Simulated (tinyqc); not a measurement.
Franz-Keldysh effect at a direct gap, step by step. Values are carried at full precision from step to step, so a last printed digit may differ when a step is redone from the rounded ones.

Parabolic bands, vertical transitions, no excitons. For each hole band j: mr = me mj/(me + mj); joint density of states J_j(E) = (mr/c)^(3/2) sqrt(E - Eg)/(2 pi^2), both spins, c = hbar^2/2m0; averaged matrix element |e.p|^2 = m0 Ep/6; alpha_j(E) = 4 pi^2 alpha_f c Ep J_j/(3 nr E) in 1/angstrom (alpha_f the fine-structure constant, listed as alpha among the constants), times 1e8 for 1/cm.

In a field Fd (1 kV/cm = 1e-5 V/angstrom) the electro-optic energy of band j is th = (c (e Fd)^2/mr)^(1/3), and sqrt(E - Eg) in J_j is replaced by pi sqrt(th) [Ai'(b)^2 - b Ai(b)^2] with b = (Eg - E)/th; Ai is the Airy function.

Constants: hbar^2/2m0 = 3.80998211 eV angstrom^2; fine-structure constant alpha = 0.007297352564.

Parameters, chosen for this exercise (near those of GaAs; the results hold for these values, not for the real material):
```
symbol  value   unit        meaning
Eg      1.421   eV          direct gap
me      0.0657  m0          electron mass
mhh     0.501   m0          heavy-hole mass
mlh     0.0812  m0          light-hole mass
Ep      24.9    eV          Kane energy
nr      3.61                refractive index
Fd      33      kV/cm       uniform field
E       1.459   eV          photon energy
L       330     micrometre  length of a waveguide
```

## Electro-optic energy and length

For each hole band give mr, th and the length th/(e Fd).

Scales:
```
hole   mr (m0)  th (meV)  length (angstrom)
heavy  0.05808    19.259               58.4
light  0.03632    22.523               68.3
```

The light-hole pair has th larger by a factor 1.169, the cube root of the ratio of reduced masses.

## Airy factors at E

Ai is the Airy function, th the electro-optic energy of each hole band from the table (its other columns are not needed here), b = (Eg - E)/th with th in eV; the factor takes the place of sqrt(E - Eg) in the joint density of states.

Form b, Ai(b), Ai'(b) and the factor pi sqrt(th) [Ai'^2 - b Ai^2] for each band, beside sqrt(E - Eg) (zero below the gap).

Factors:
```
hole         b   Ai(b)  Ai'(b)  factor (eV^(1/2))  without field
heavy  -1.9731  0.2439  0.6057             0.2111         0.1949
light  -1.6872  0.3943  0.4376             0.2140         0.1949
```

## Absorption with and without the field

Put the factors in place of sqrt(E - Eg) in alpha_j and add the bands; a waveguide of length L changes its transmission by 4.343 (alpha(F) - alpha(0)) L dB.

alpha_j in the field (1/cm): heavy 3.48e+03, light 1.74e+03

alpha(F) = 5.23e+03 1/cm
alpha(0) = 4805 1/cm
change of loss = 60.4 dB

Without the field the loss over L is 689 dB, so this energy is of no use for a modulator. Above the gap the field raises the absorption at this energy; the sign alternates with energy (Franz-Keldysh oscillations). Excitons, which add a sharp peak at low field, are left out.

## Checks

- Airy factor at b = -40 against the zero-field limit sqrt(-b): 6.33 against 6.32.

(tinyqc, `OMP_NUM_THREADS=1 python tinyqc.py 1682762 1682763 out.jsonl`, Intel(R) Xeon(R) Processor @ 2.30GHz, 1 thread, shared host, about 0.01 s.)
